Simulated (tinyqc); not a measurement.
Surface potential of a MOS transistor: implicit equation and explicit approximations: two steps of the calculation.

p-type body, charge-sheet picture, depletion and inversion only, full ionisation (an idealisation for deep acceptors), Boltzmann statistics (rough once Na exp(x - xn) passes about Nc/7). In units of Vt: xg = (Vg - Vfb)/Vt, x = psi/Vt, G = gamma/sqrt(Vt), xn = (2 phiF + Vc)/Vt. The implicit equation is (xg - x)^2 = G^2 [x - 1 + exp(x - xn)] for x above about 3. Cox = eps0 eox/tox.

Inputs (values chosen for the exercise); band and dielectric values close to those of silicon: temperature T = 300 K; band gap Eg = 1.11 eV; relative permittivity eps_r = 11.8; conduction-band density of states at T Nc = 2.77e19 cm^-3; valence-band density of states at T Nv = 2.6e19 cm^-3; relative permittivity of the gate insulator (close to aluminium oxide) eox = 8.91; insulator thickness tox = 14 nm; acceptor density Na = 4.3e17 cm^-3; flat-band voltage Vfb = -0.71 V; channel-body voltage Vc = 0.2 V; gate-body voltage Vg = 0.84 V.

Constants: q = 1.602176634e-19 C, kB = 1.380649e-23 J/K, Vt = kB T/q, eps0 = 8.8541878128e-14 F/cm where lengths are in cm. Results are converted to the units shown.

Question 1. Scales. ni = sqrt(Nc Nv) exp(-Eg/(2 Vt)), Eg in volts; phiF = Vt ln(Na/ni); gamma = sqrt(2 q eps0 eps_r Na)/Cox; VT = Vfb + Vt (xn + G sqrt(xn - 1)).

Find: phiF; gamma; G; xn; VT; xg.

Answer 1.

phiF = 0.4481 V
gamma = 0.6733 V^0.5
G = 4.188
xn = 42.41
VT = 1.083 V
xg = 59.96

Question 2. Potential, charges and gate control. psi = Vt x; N_dep = Cox Vt G sqrt(x - 1)/q; N_inv = (Cox Vt G/q) [sqrt(x - 1 + exp(x - xn)) - sqrt(x - 1)]; dpsi/dVg = 1/[1 + G^2 (1 + exp(x - xn))/(2 (xg - x))].

converged x = 35.396264
G = 4.1876880
xn = 42.405593
xg = 59.956677

Give: psi; N_dep; N_inv; dpsi/dVg.

Answer 2.

psi = 0.9151 V
N_dep = 2.233e12 cm^-2
N_inv = 2.933e7 cm^-2
dpsi/dVg = 0.7367

psi lies 7.0 Vt below 2 phiF + Vc.

Program tinyqc, `OMP_NUM_THREADS=1 python tinyqc.py 2122130 2122131 out.jsonl`; Intel Xeon 2.30GHz, shared host, one thread, about 0.01 s.
